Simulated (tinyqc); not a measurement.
Landau-Devonshire theory of a uniaxial ferroelectric: one step, computed by the program tinyqc.

G(P) = (alpha/2) P^2 + (beta*/4) P^4 + (gamma/6) P^6 - E P per volume, SI units, one domain, P along the polar axis, which is normal to the film.

Question. Spontaneous polarisation, susceptibility, coercive field. Ps^2 = [-beta* + sqrt(beta*^2 - 4 alpha gamma)]/(2 gamma). chi = 1/(eps_0 G''), G'' = alpha + 3 beta* P^2 + 5 gamma P^4 at Ps. Ps, chi and the coercive field are for perfect screening, without a depolarising field. The intrinsic coercive field is |alpha P + beta* P^3 + gamma P^5| at the P_c where G'' = 0. 1 C/m^2 = 100 microcoulomb/cm^2.

Inputs (values chosen for the exercise, for a model ferroelectric): Curie-Weiss temperature T0 = 380 K; gamma = 2.68e+09 J m^9/C^6; temperature T = 346 K.

Sample: epitaxial film.

alpha = -2.495007e+08 J m/C^2

beta* = 3.267143e+08 J m^5/C^4

Constants: eps_0 = 8.8541878128e-12 F/m.

Give: spontaneous polarisation Ps; susceptibility chi; well depth G(Ps); P_c; intrinsic coercive field.

Answer.

spontaneous polarisation Ps = 50.02 microcoulomb/cm^2

susceptibility chi = 135.3

well depth G(Ps) = -19.10 MJ/m^3

P_c = 32.36 microcoulomb/cm^2

intrinsic coercive field = 60.16 MV/m

P_c/Ps = 0.647, above the 0.577 of a quartic well, as the sixth-order term matters. Real switching runs by domain nucleation at far lower fields. Caution: the strain shifts T0 by more than 500 K here, which is beyond the range where constant coefficients hold. Caution: far below T0* the expansion with linear alpha(T) is only a fit.
